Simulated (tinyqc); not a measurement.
# Surface Green function of a square-lattice strip three rows wide, Sancho-Rubio decimation: densities of states against energy

A semi-infinite lead of cells 0, 1, 2, ... with H0 inside a cell and H1 = <cell i|H|cell i + 1>. A cell is one column of three sites. z = E + i eta.

Start with e_s = e = H0, a = H1, b = H1^dagger. Each round: g = (z - e)^(-1); e_s <- e_s + a g b; e <- e + a g b + b g a; a <- a g a; b <- b g b (all with the old a, b). Round k joins cells 2^k apart. Stop when the largest entry of the matrices a and b is below 1e-12 eV; g_s = (z - e_s)^(-1), bulk (z - e)^(-1), density of states -Im Tr/pi. Here eta = 0.01 eV. Open modes are the crossings of E with the bands of H0 + H1 exp(ik) + H1^dagger exp(-ik) for 0 < k < pi.

H0 (eV):

|  | 1 | 2 | 3 |
|---|---|---|---|
| 1 | -0.51 | -2.27 | 0 |
| 2 | -2.27 | -0.8 | -2.27 |
| 3 | 0 | -2.27 | -1 |

H1 (eV):

|  | 1 | 2 | 3 |
|---|---|---|---|
| 1 | -2.8 | 0 | 0 |
| 2 | 0 | -2.8 | 0 |
| 3 | 0 | 0 | -2.8 |

Densities of states against energy:

| E (eV) | open modes | rounds | surface (1/eV) | bulk (1/eV) |
|---|---|---|---|---|
| -10.56 | 0 | 6 | 2.5253e-4 | 6.0662e-4 |
| -8.79 | 1 | 13 | 0.058702 | 0.11007 |
| -7.03 | 1 | 14 | 0.095658 | 0.068564 |
| -5.26 | 2 | 14 | 0.17798 | 0.15419 |
| -3.5 | 2 | 14 | 0.21232 | 0.12468 |
| -1.74 | 3 | 14 | 0.29094 | 0.20532 |
| 0.03 | 3 | 14 | 0.29354 | 0.20219 |
| 1.79 | 2 | 14 | 0.21437 | 0.12696 |
| 3.55 | 2 | 14 | 0.18383 | 0.14705 |
| 5.32 | 1 | 14 | 0.097693 | 0.067809 |
| 7.08 | 1 | 14 | 0.063636 | 0.10160 |
| 8.85 | 0 | 6 | 2.8409e-4 | 7.6602e-4 |

The bands of the infinite lead run over -9.60 to 1.60, -6.36 to 4.84, -3.16 to 8.04 eV. The rounds lie between 6 and 14, 6.0 on average outside the bands and 13.9 inside. The surface density of states is largest at E = 0.03 eV among the rows (0.294 1/eV, bulk 0.202).

Computed by the program tinyqc: `OMP_NUM_THREADS=1 python tinyqc.py 2680129 2680130 out.jsonl`, one thread of a shared Intel Xeon 2.30GHz, about 0.1 s for the whole run.
